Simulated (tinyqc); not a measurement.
Trap density and grain size from the barrier.

Question. With all traps filled Vb = q Qt^2/(8 eps0 eps_r N), and in that limit the barrier is largest at N* = Qt/Lg. Find Qt, Lg and the depleted width Qt/N.

Inputs (values chosen for the exercise):

| symbol | value | unit | meaning |
|---|---|---|---|
| eps_r | 11.7 |  | relative permittivity of the semiconductor |

Constants: q = 1.602176634e-19 C, eps0 = 8.8541878128e-14 F/cm where lengths are in cm. Results are converted to the units shown.

barrier at N = 5.2e17 cm^-3 = 0.16395364 V
doping of the largest barrier = 1.75e17 cm^-3

Solution. The barrier gives Qt, and N* then gives Lg.

Qt = 2.100e12 cm^-2
Lg = 120.0 nm
depleted width = 40.38 nm

Computed by the program tinyqc: `OMP_NUM_THREADS=1 python tinyqc.py 2610006 2610007 out.jsonl`, one thread of a shared Intel Xeon 2.30GHz, about 0.01 s for the whole run.
